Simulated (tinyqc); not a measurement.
Switching kinetics of a ferroelectric film and the memory window of a ferroelectric gate stack: one step, computed by the program tinyqc.

Fields in MV/cm; 1 microcoulomb/cm^2 over eps_0 is 11.29409 MV/cm. In the stack (metal, ferroelectric, interlayer, channel) the channel is taken as a conductor.

Task: Fields in the stack. Series stack: V = E_F t_F + E_I t_I and eps_I E_I = eps_F E_F + (1 - s) P/eps_0. Before switching P = -P_r, after it P = +P_s; in retention V = 0 and P = +P_r.

Inputs (values chosen for the exercise, for a model film):
```
quantity                                 value               unit
saturation polarisation P_s                 22  microcoulomb/cm^2
ratio P_r/P_s                             0.87                  -
coercive field E_c                        0.61              MV/cm
permittivity of the ferroelectric eps_F     34                  -
thickness t_F                               15                 nm
permittivity of the interlayer eps_I       3.9                  -
interlayer thickness t_I                   1.5                 nm
share s of P screened by trapped charge   0.89                  -
pulse height V                             5.8                  V
breakdown field of the interlayer           16              MV/cm
```

Give: E_F before switching; E_F after switching; E_I after switching; depolarising field in retention; depolarising field over E_c.

Result:

E_F before switching = 2.391 MV/cm

E_F after switching = 1.691 MV/cm

E_I after switching = 21.75 MV/cm

depolarising field in retention = 0.3257 MV/cm

depolarising field over E_c = 0.5340

Caution: the interlayer field exceeds its breakdown field, so charge injection would change the fields.
